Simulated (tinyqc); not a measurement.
# Single-domain magnet: Stoner-Wohlfarth switching, Neel-Arrhenius retention, LLG dynamics and spin torque, step by step

A worked calculation. Computed by tinyqc, a small Python program that keeps every step. Command: `OMP_NUM_THREADS=1 python tinyqc.py 3017656 3017657 out.jsonl macro walk`. One thread of a shared host (Intel(R) Xeon(R) Processor @ 2.30GHz), about 0.09 s of CPU time with the checks. Intermediate numbers are printed to about 7 digits and carried at full precision; extremes and crossings named in words are read from the listed rows.

The moment is uniform, with unit vector m; z is the easy axis. mu_0 = 1.25663706212e-6 T m/A, gamma = 1.76085963023e11 rad/(s T).

Inputs (values chosen for the exercise, for a model magnet):
```
quantity                            value     unit
saturation magnetisation M_s          836     kA/m
diameter d                             28       nm
thickness t                           1.2       nm
interface anisotropy K_i            0.714   mJ/m^2
bulk anisotropy K_u                    52   kJ/m^3
exchange stiffness A                   23     pJ/m
temperature T                         450        K
attempt frequency f0                    1      GHz
field angle psi from the easy axis     60  degrees
reversing field h = H/H_K             0.1        -
waiting time t_w                        1        s
damping alpha                       0.011        -
spin-torque efficiency eta           0.35        -
drive I/I_c0                            2        -
time step times gamma mu_0 H_K        0.6        -
```

Shape: thin disc, easy axis normal to it.

Constants: k_B = 1.380649e-23 J/K; e = 1.602176634e-19 C; hbar = 1.054571817e-34 J s.

## Effective anisotropy

The disc is treated as an oblate spheroid with p = t/d: N_z = [1 - p arccos(p)/sqrt(1 - p^2)]/(1 - p^2); V = pi d^2 t/4; K_eff = K_u + K_i/t + K_shape, K_shape = -(mu_0 M_s^2/4)(3 N_z - 1); mu_0 H_K = 2 K_eff/M_s.

demagnetising factor N_z = 0.9361767

volume V = 738.9026 nm^3

K_shape = -397.0893 kJ/m^3

K_eff = 249.9107 kJ/m^3

anisotropy field mu_0 H_K = 0.5978725 T

Shape works against the easy axis and takes 61 % of the other terms. Caution: a flat cylinder has a smaller N_z than the spheroid of the same t/d, so K_eff of a real disc is larger.

## Retention at zero field

Delta = K_eff V/(k_B T); tau = exp(Delta)/f0; probability of a flip within t_w: P = 1 - exp(-t_w/tau). Wall width parameter sqrt(A/K_eff); a two-domain state costs 4 sqrt(A K_eff) times the cross-section that the wall cuts (d t).

stability factor Delta = 29.72188

log10 of tau in s = 3.908047

probability of a flip = 1.235738e-04

wall parameter = 9.593377 nm

barrier of the wall path / k_B T = 51.86326

Ten years (3.15e8 s) need Delta > 40.3 for tau alone; this element has 29.7. Coherent rotation is the cheaper path.

## Barrier in a tilted field

Energy over K_eff V: e(theta) = sin^2(theta) + 2 h cos(theta - psi) for m at the angle theta from +z and a field that points at psi from -z (it pulls m away from +z towards negative theta); h_sw = (cos^(2/3) psi + sin^(2/3) psi)^(-3/2). The metastable minimum and the saddle are the two roots of e'(theta) = sin(2 theta) - 2 h sin(theta - psi) on either side of theta_c = -arctan(tan^(1/3) psi).

switching field h_sw = 0.5240165

minimum theta = -5.231532 degrees

saddle theta = -86.86157 degrees

barrier / (K_eff V) = 0.7374278

barrier / (k_B T) = 21.91774

The form (1 - h/h_sw)^n reproduces this barrier with n = 1.438; n is 2 for a field on the axis, and the approach to h_sw has the exponent 3/2 off the axis.

## Switching field against angle and time

Switching field at T: the h at which the exact barrier equals ln(f0 t_w/ln 2) k_B T (0 if the zero-field barrier is lower). Sharrock form: h_sw [1 - (ln(f0 t_w/ln 2)/Delta)^(1/n)], n = 0.86 + 1.14 h_sw.

Fields over H_K:
```
psi (degrees)  h_sw at T = 0  thermal, exact barrier  thermal, Sharrock form
1                  0.9070741               0.1545115               0.1502870
10                 0.6738054               0.1332239               0.1280270
20                 0.5736493               0.1191230               0.1163229
30                 0.5240165               0.1111468               0.1099179
45                 0.5000000               0.1070677               0.1066571
60                 0.5240165               0.1111468               0.1099179
75                 0.6146585               0.1252294               0.1213008
89                 0.9070741               0.1545115               0.1502870
```

At T = 0 the field is least at 45 degrees, H_K/2, and symmetric about it. Thermal help lowers it to 17 % at 1 degree and 21 % at 45 degrees; the Sharrock form misses the exact barrier by at most about 0.005 H_K, at psi = 10 (and its mirror angle).

## Spin-transfer switching

For axial symmetry and a polariser along z: I_c0 = (4 e alpha/(hbar eta)) K_eff V; relaxation time tau_D = (1 + alpha^2)/(alpha gamma mu_0 H_K); thermal start angle theta_0 = 1/sqrt(2 Delta); switching time about tau_D ln(pi/(2 theta_0))/(I/I_c0 - 1); precession frequency gamma mu_0 H_K/(2 pi (1 + alpha^2)).

critical current I_c0 = 35.26882 microampere

Delta/I_c0 = 0.8427240 1/microampere

tau_D = 0.8636277 ns

switching time, estimate = 2.153972 ns

precession frequency = 16.75332 GHz

## One LLG step

In the time s = gamma mu_0 H_K t: (1 + alpha^2) dm/ds = -m x b - alpha m x (m x b) + a [m x (m x z) - alpha m x z], b = m_z z, a = alpha I/I_c0; Heun steps (Euler predictor, mean of the two slopes) without renormalising; start m = (sin theta_0, 0, cos theta_0), theta_0 = 1/sqrt(2 Delta).

m at the start: 0.1293387  0.0000000  0.9916005

first slope: 0.0014225  0.1282681  -0.0001855

predictor: 0.1301922  0.0769609  0.9914892

second slope: -0.0748834  0.1299464  -0.0002537

m after the step: 0.1073004  0.0774644  0.9914687

## Exact time to the equator

The polar equation dm_z/dt = -(1 - m_z^2)(i - m_z)/tau_D, i = I/I_c0, integrates to t = tau_D [F(cos theta_0) - F(0)], F(z) = -ln(1 - z)/(2 (i - 1)) + ln(1 + z)/(2 (i + 1)) + ln(i - z)/(i^2 - 1), theta_0 = 1/sqrt(2 Delta).

time to m_z = 0 = 1.965921 ns

The linear estimate is 1.10 times this.

## The trajectory

Run until m_z <= 0 (time by linear interpolation), |m|^2 leaves 1 by more than 1, or three exact times have passed; the run counts as sound if the time is within 3 % of the exact one.

Every few steps:
```
step     t (ns)        m_x        m_y         m_z       |m|
0     0.0000000   0.129339   0.000000   0.9916005  1.000000
34    0.1937746  -0.190771   0.204810   0.9810777  1.020223
68    0.3875492  -0.345562  -0.460922   0.9332133  1.096699
102   0.5813238  -0.945290  -0.318897   0.7501456  1.248194
136   0.7750985  -0.763865   1.026736   0.2797941  1.309947
150   0.8548880  -1.274547  -0.305210  -0.0126926  1.310643
```

time to m_z = 0 by the steps = 0.8516996 ns

largest drift of |m| = 0.3106425

The time is 0.43 of the exact one and |m| drifts by 0.31: Heun steps inflate the precession cone by about dt^4/8 a step, a false growth rate of dt^3/8 = 0.027 beside the true alpha (I/I_c0 - 1) = 0.011.

Reruns converge with time step times gamma mu_0 H_K = 0.04. Reruns still fail with time step times gamma mu_0 H_K = 0.4.

Checks made by the program: the barrier at psi -> 0 against (1 - h)^2 (relative difference 2e-08); the closed form against quadrature (relative difference below 1e-10).
